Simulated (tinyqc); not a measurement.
Inside a calculation. Method: LDA (PW92) atom on a uniform radial grid, spin-unpolarised, for O(2+). Computed by tinyqc, a small Python program that keeps every step. Settings: Z = 8, points = 192, R = 3.9, functional = lda,pw, mixing = 0.6, iteration cap = 73. Command: `OMP_NUM_THREADS=1 python tinyqc.py 22673 22674 out.jsonl` (the two numbers bound the seeds that draw the settings). One thread of a shared host (Intel(R) Xeon(R) Processor @ 2.60GHz), about 0.4 s of CPU time with the checks. Later iterations appear only in the table of the cycle.

## Iteration 1

Spherical atom on a uniform radial grid r_j = j h with h = R/(N + 1), h sum u^2 = 1 and integrals as h times sums, u(0) = u(R) = 0 (atomic units):
```
parameter           value
Z                       8
points N              192
R                3.900000
h                0.020207
mixing           0.600000
electrons in 1s         2
electrons in 2s         2
electrons in 2p         2
```

Three-point differences turn -u''/2 + [l(l+1)/2r^2 - Z/r + V] u = e u into a tridiagonal matrix (diagonal 1/h^2 + potential, off-diagonal -1/2h^2). D = sum f u^2; the Hartree potential y/r solves y'' = -D/r with y(0) = 0, y(R) = N_e; v_xc comes from rho = D/(4 pi r^2); E = sum f e - int D V + int D (V_H/2 + eps_xc); V(new) = V + mixing (V_H + v_xc - V).

eigenvalues (hartree): 1s -31.7936, 2s -7.9870, 2p -8.0044

Every 12th grid point:
```
r         V in     u(1s)      u(2s)     u(2p)         D      V_H       v_xc
0.2425  0.0000    1.5801     0.0490    0.8252    6.3603  14.7487    -2.1169
0.4850  0.0000    0.4580    -1.0450    1.2494    5.7259  10.2262    -1.3128
0.7275  0.0000    0.0996    -1.2109    1.0648    5.2201   7.7532    -0.9858
0.9699  0.0000    0.0192    -0.9245    0.7172    2.7387   6.0787    -0.6720
1.2124  0.0000    0.0035    -0.5864    0.4246    1.0484   4.9268    -0.4347
1.4549  0.0000    0.0006    -0.3344    0.2317    0.3310   4.1197    -0.2736
1.6974  0.0000  1.02e-04    -0.1779    0.1195    0.0918   3.5340    -0.1695
1.9399  0.0000  1.70e-05    -0.0901    0.0592    0.0232   3.0928    -0.1038
2.1824  0.0000  2.77e-06    -0.0440    0.0284    0.0055   2.7493    -0.0628
2.4249  0.0000  4.46e-07    -0.0209    0.0133    0.0012   2.4744    -0.0376
2.6674  0.0000  7.10e-08    -0.0097    0.0061  2.62e-04   2.2494    -0.0222
2.9098  0.0000  1.12e-08    -0.0044    0.0027  5.39e-05   2.0620    -0.0129
3.1523  0.0000  1.76e-09    -0.0020    0.0012  1.07e-05   1.9034    -0.0074
3.3948  0.0000  2.75e-10    -0.0008    0.0005  1.98e-06   1.7674    -0.0041
3.6373  0.0000  4.20e-11  -3.20e-04  1.96e-04  2.82e-07   1.6496    -0.0021
3.8798  0.0000         0  -2.16e-05  1.32e-05  1.28e-09   1.5465  -3.52e-04
```

total energy = -68.887820 hartree

## Iteration 2

As before.

eigenvalues (hartree): 1s -23.4056, 2s -3.9002, 2p -3.4516

Every 12th grid point:
```
r         V in     u(1s)      u(2s)     u(2p)         D      V_H     v_xc
0.2425  7.5791    1.5955     0.1174    0.5639    5.7550  13.2975  -2.0498
0.4850  5.3480    0.5225    -0.7775    1.0015    3.7608   9.2760  -1.1486
0.7275  4.0605    0.1336    -1.0914    1.0512    4.6281   7.2560  -0.9490
0.9699  3.2440    0.0311    -1.0112    0.8976    3.6583   5.8673  -0.7356
1.2124  2.6953    0.0069    -0.7888    0.6860    2.1857   4.8482  -0.5453
1.4549  2.3077    0.0015    -0.5593    0.4890    1.1038   4.0928  -0.3948
1.6974  2.0187  3.13e-04    -0.3731    0.3324    0.4993   3.5253  -0.2822
1.9399  1.7934  6.51e-05    -0.2386    0.2182    0.2091   3.0901  -0.2002
2.1824  1.6119  1.34e-05    -0.1480    0.1396    0.0828   2.7485  -0.1413
2.4249  1.4621  2.73e-06    -0.0896    0.0874    0.0313   2.4741  -0.0993
2.6674  1.3363  5.53e-07    -0.0532    0.0537    0.0114   2.2494  -0.0694
2.9098  1.2294  1.11e-07    -0.0310    0.0324    0.0040   2.0619  -0.0482
3.1523  1.1376  2.23e-08    -0.0175    0.0190    0.0013   1.9033  -0.0329
3.3948  1.0580  4.46e-09    -0.0094    0.0105  3.95e-04   1.7674  -0.0217
3.6373  0.9885  8.62e-10    -0.0042    0.0047  7.99e-05   1.6496  -0.0127
3.8798  0.9277  4.17e-11  -3.02e-04  3.46e-04  4.22e-07   1.5465  -0.0023
```

total energy = -71.858288 hartree

## Convergence

Stop when input and output potentials agree to 1e-7.

Course of the cycle (hartree):
```
iteration           E     e(1s)    e(2s)    e(2p)  largest |V(out) - V(in)|
1          -68.887820  -31.7936  -7.9870  -8.0044                  1.73e+01
2          -71.858288  -23.4056  -3.9002  -3.4516                  4.88e+00
3          -72.183350  -20.9993  -2.6729  -2.1525                  1.24e+00
4          -72.203538  -20.3785  -2.3026  -1.7741                  3.19e-01
5          -72.204477  -20.2178  -2.1848  -1.6563                  9.13e-02
6          -72.204531  -20.1715  -2.1441  -1.6162                  2.99e-02
7          -72.204536  -20.1563  -2.1292  -1.6015                  1.07e-02
8          -72.204537  -20.1509  -2.1234  -1.5960                  4.07e-03
9          -72.204537  -20.1488  -2.1212  -1.5938                  1.60e-03
10         -72.204537  -20.1480  -2.1204  -1.5930                  6.32e-04
11         -72.204537  -20.1477  -2.1200  -1.5927                  2.49e-04
12         -72.204537  -20.1476  -2.1199  -1.5925                  9.85e-05
13         -72.204537  -20.1475  -2.1198  -1.5925                  3.89e-05
14         -72.204537  -20.1475  -2.1198  -1.5925                  1.54e-05
15         -72.204537  -20.1475  -2.1198  -1.5924                  6.07e-06
16         -72.204537  -20.1475  -2.1198  -1.5924                  2.40e-06
17         -72.204537  -20.1475  -2.1198  -1.5924                  9.47e-07
18         -72.204537  -20.1475  -2.1198  -1.5924                  3.74e-07
19         -72.204537  -20.1475  -2.1198  -1.5924                  1.48e-07
20         -72.204537  -20.1475  -2.1198  -1.5924                  5.86e-08
```

Converged in 20 iterations. A uniform grid resolves the cusp poorly: for a bare nucleus this grid gives 1s at -31.79362 against -Z^2/2 = -32 hartree. Before convergence this energy mixes input and output and is not variational, so it may rise towards its limit.
